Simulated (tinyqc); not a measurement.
Schottky barrier on an n-type semiconductor, non-linear Poisson equation by Newton steps: two steps of the calculation.

One dimension, metal at x = 0, donor density C(x) = Nd, uniform. Energies are counted from the electron Fermi level of the semiconductor and the conduction-band edge is Ec = -psi, so n = Nc exp(psi/Vt); holes follow the Fermi level of the metal, at -V, so p = Nv exp((V - psi - Eg)/Vt). Ends: psi(0) = V - phiB and psi = Vt ln(Nd/Nc) deep inside. Boltzmann statistics, full ionisation, no current, no image force in the Poisson equation.

Inputs (values chosen for the exercise); band and dielectric values close to those of cadmium telluride: temperature T = 300 K; band gap Eg = 1.5 eV; relative permittivity eps_r = 10.3; conduction-band density of states at T Nc = 8.14e17 cm^-3; valence-band density of states at T Nv = 1.79e19 cm^-3; donor density deep in the semiconductor Nd = 1.8e17 cm^-3; barrier height phiB = 0.75 eV; bias of the metal against the semiconductor V = 0 V.

Constants: q = 1.602176634e-19 C, kB = 1.380649e-23 J/K, Vt = kB T/q, eps0 = 8.8541878128e-14 F/cm where lengths are in cm. Results are converted to the units shown.

Task 1. Densities, residual and Jacobian diagonal. n_i = Nc exp(psi_i/Vt), p_i = Nv exp((V - psi_i - Eg)/Vt), rho_i = p_i - n_i + C_i, g_i = (n_i + p_i)/Vt. Box widths w_i = (h_(i-1) + h_i)/2 in cm. Residual F_i = a_i (psi_(i+1) - psi_i) - a_(i-1) (psi_i - psi_(i-1)) + q rho_i w_i; Jacobian: a_(i-1) and a_i beside the diagonal, b_i = -a_(i-1) - a_i - q g_i w_i on it. The two end nodes are fixed.

```
node  x (nm)  psi at the start (V)  donor density C (cm^-3)
0          0           -0.75000000                   1.8e17
1        7.4           -0.71923204                   1.8e17
2       15.8           -0.68430626                   1.8e17
3       25.5           -0.64397529                   1.8e17
4       36.4           -0.59865492                   1.8e17
5       48.9           -0.54668202                   1.8e17
6       63.2           -0.48722503                   1.8e17
7       79.4           -0.41986815                   1.8e17
8       97.9           -0.34294826                   1.8e17
9        119           -0.25521801                   1.8e17
10       143           -0.15543005                   1.8e17
11       171           -0.03901076                   1.8e17
```

coupling a_i, interval 0 to 10 (F/cm^2): [1.2324072e-6, 1.0856921e-6, 9.4018695e-7, 8.3668013e-7, 7.2958508e-7, 6.3774919e-7, 5.6295145e-7, 4.9296289e-7, 4.3221865e-7, 3.7999223e-7, 3.2570762e-7]

Wanted: n; p; residual F; diagonal b.

Result 1.

```
node  n (cm^-3)  p (cm^-3)
0       2.047e5    4.502e6
1       6.731e5    1.369e6
2       2.599e6    3.547e5
3       1.237e7    7.452e4
4       7.139e7    1.291e4
5       5.331e8       1729
6       5.316e9      173.4
7      7.197e10      12.81
8      1.410e12     0.6535
9      4.199e13    0.02195
10     1.993e15   4.625e-4
11     1.800e17   5.121e-6
```

```
node  residual F (1e-8 C/cm^2)  diagonal b (F/cm^2)
1                        2.278            -2.318e-6
2                        2.610            -2.026e-6
3                        2.970            -1.777e-6
4                        3.374            -1.566e-6
5                        3.864            -1.367e-6
6                        4.398            -1.201e-6
7                        5.004            -1.056e-6
8                        5.710            -9.252e-7
9                        6.502            -8.128e-7
10                       7.415            -7.378e-7
```

Task 2. Check against the first integral. First integral for uniform doping: E_0^2 = (2 q/(eps0 eps_r)) [Nd (U - Vt + Vt exp(-U/Vt)) + Vt p_0], U = Vbi - V, Vbi = phiB - Vt ln(Nc/Nd), p_0 = Nv exp((phiB - Eg)/Vt) (deep holes neglected). Image-force lowering dphi = sqrt(q E_0/(4 pi eps0 eps_r)), at x_m = sqrt(q/(16 pi eps0 eps_r E_0)). Depletion approximation: E = sqrt(2 q Nd U/(eps0 eps_r)).

Wanted: E_0; dphi; x_m; field in the depletion approximation.

Result 2.

E_0 = 208.16 kV/cm
dphi = 53.946 mV
x_m = 1.2958 nm
field in the depletion approximation = 212.05 kV/cm

Range of the model: The donor density exceeds a fifth of the band density of states, where Boltzmann statistics begin to fail.

Numbers from tinyqc (`OMP_NUM_THREADS=1 python tinyqc.py 2020011 2020012 out.jsonl`; about 0.04 s on one thread of a shared Intel Xeon 2.30GHz).
